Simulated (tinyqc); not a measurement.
Well width from the intersubband spacing.

Inverse problem. In an empty well of width L and depth Vb, level k solves kw L/2 = (k - 1) pi/2 + arctan(sqrt((mw/mb)(Vb - E)/E)) with kw = sqrt(mw E/C), C = hbar^2/(2 m0). Find L, E1 and E2 from the spacing.

Values chosen for this exercise; material values close to those of GaAs in AlGaAs:
- mw = 0.065 m0 (mass along z in the well)
- mb = 0.0938 m0 (mass along z in the barriers)
- Vb = 0.251 eV (barrier height)

Constants: q = 1.602176634e-19 C, hbar = 1.054571817e-34 J s, m0 = 9.1093837015e-31 kg, hbar^2/(2 m0) = 0.0380998212 eV nm^2. Results are converted to the units shown.

E2 - E1 = 116.66073 meV

Solution. Both levels are solved for trial widths until their difference matches. A second level is bound only for L above 4.80 nm, and over that range one width gives this spacing.

L = 8.280 nm
E1 = 40.38 meV
E2 = 157.0 meV

Computed by the program tinyqc: `OMP_NUM_THREADS=1 python tinyqc.py 2140144 2140145 out.jsonl`, one thread of a shared Intel Xeon 2.30GHz, about 0.2 s for the whole run.
